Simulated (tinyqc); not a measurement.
Inputs raised by 10 %, one at a time: single-band model of a thermoelectric material. Computed by tinyqc, a small Python program. Command: `OMP_NUM_THREADS=1 python tinyqc.py 3015974 3015975 out.jsonl thermo sens`. One thread of a shared host (Intel(R) Xeon(R) Processor @ 2.30GHz), about 0.05 s of CPU time with the checks.

One spherical band, one scattering law, no minority carriers and no phonon drag. In a real material minority carriers limit |S| to about E_g/(2 e T), so larger values are formal. eta = E_F/(k_B T) is counted from the band edge; f = 1/(1 + exp(x - eta)).

Inputs (values chosen for the exercise, for a model material):

| quantity | value | unit |
|---|---|---|
| density-of-states mass m | 1.2 | m_0 |
| mobility parameter mu_300 | 180 | cm^2/(V s) |
| temperature exponent p | 1.5 | - |
| lattice thermal conductivity kappa_L | 0.86 | W/(m K) |
| carrier density n | 2.7e+19 | 1/cm^3 |
| temperature T | 580 | K |

Band: parabolic. Scattering: constant relaxation time, r = 0.

Constants: m_0 = 9.1093837015e-31 kg; k_B = 1.380649e-23 J/K; hbar = 1.054571817e-34 J s; k_B = 8.617333262e-05 eV/K; e = 1.602176634e-19 C.

Method:
- With x = E/(k_B T), a = alpha k_B T (0 for a parabolic band), G = x (1 + a x), D = 1 + 2 a x and <y> = int y f (1 - f) dx, f = 1/(1 + exp(x - eta)): tau = tau_0 G^r/D; transport function s = G^(3/2 + r)/D^2; n = N_0 <G^(3/2)> with N_0 = (2 m k_B T)^(3/2)/(3 pi^2 hbar^3).
- Integrals over x = E/(k_B T) use 160 Gauss-Legendre points in u = sqrt(x) from 0 to sqrt(max(eta, 0) + 32).
- Solve for eta.
- sigma = e mu_0 N_0 <s> with mu_0 = e tau_0/m = mu_300 (T/300 K)^(-p); |S| = (k_B/e)(<x s>/<s> - eta); Lorenz number L = (k_B/e)^2 (<x^2 s>/<s> - (<x s>/<s>)^2); kappa_e = L sigma T; zT = S^2 sigma T/(kappa_L + kappa_e).
- Hall factor r_H = <G^(3/2)> <G^(3/2 + 2r)/D^4>/<s>^2; drift mobility sigma/(n e) with n = N_0 <G^(3/2)>; power factor S^2 sigma.
- Quality factor B = (k_B/e)^2 e mu_0 N_0 T/kappa_L; zT and the power factor are maximised over eta between -8 and 30.

Runs:

| input moved | from | to | Seebeck coefficient \|S\| (microvolt/K) | power factor (microwatt/(cm K^2)) | largest zT | Lorenz number L (1e-8 V^2/K^2) |
|---|---|---|---|---|---|---|
| base run | - | - | 320.2 | 29.70 | 1.553 | 1.881 |
| density-of-states mass m (m_0) | 1.2 | 1.32 | 332.2 | 31.97 | 1.692 | 1.878 |
| mobility parameter mu_300 (cm^2/(V s)) | 180 | 198 | 320.2 | 32.67 | 1.645 | 1.881 |
| lattice thermal conductivity kappa_L (W/(m K)) | 0.86 | 0.946 | 320.2 | 29.70 | 1.465 | 1.881 |
| carrier density n (1/cm^3) | 2.7e+19 | 2.97e+19 | 312.2 | 31.06 | 1.553 | 1.883 |
| temperature T (K) | 580 | 638 | 332.2 | 27.71 | 1.645 | 1.878 |
| temperature exponent p | 1.5 | 1.65 | 320.2 | 26.90 | 1.461 | 1.881 |

Exponents ln(y'/y) / ln(x'/x):

| input | Seebeck coefficient \|S\| | power factor | largest zT | Lorenz number L |
|---|---|---|---|---|
| density-of-states mass m | 0.387 | 0.773 | 0.902 | -0.018 |
| mobility parameter mu_300 | 0.000 | 1.000 | 0.604 | 0.000 |
| lattice thermal conductivity kappa_L | 0.000 | 0.000 | -0.613 | 0.000 |
| carrier density n | -0.265 | 0.470 | 0.000 | 0.013 |
| temperature T | 0.387 | -0.727 | 0.604 | -0.018 |
| temperature exponent p | 0.000 | -1.038 | -0.636 | 0.000 |

Which inputs matter most for each result?

Among the inputs moved here: Seebeck coefficient |S| answers most in size to density-of-states mass m (exponent +0.387), and about equally to temperature T (+0.387); its exponent is below 0.0005 for mobility parameter mu_300, lattice thermal conductivity kappa_L, temperature exponent p. Power factor answers most in size to temperature exponent p (exponent -1.038), next to mobility parameter mu_300 (+1.000); its exponent is below 0.0005 for lattice thermal conductivity kappa_L. largest zT answers most in size to density-of-states mass m (exponent +0.902), next to temperature exponent p (-0.636); its exponent is below 0.0005 for carrier density n. Lorenz number L answers most in size to density-of-states mass m (exponent -0.018), and about equally to temperature T (-0.018); its exponent is below 0.0005 for mobility parameter mu_300, lattice thermal conductivity kappa_L, temperature exponent p.

Extremes, crossings and ranges named in words are read from the listed rows.
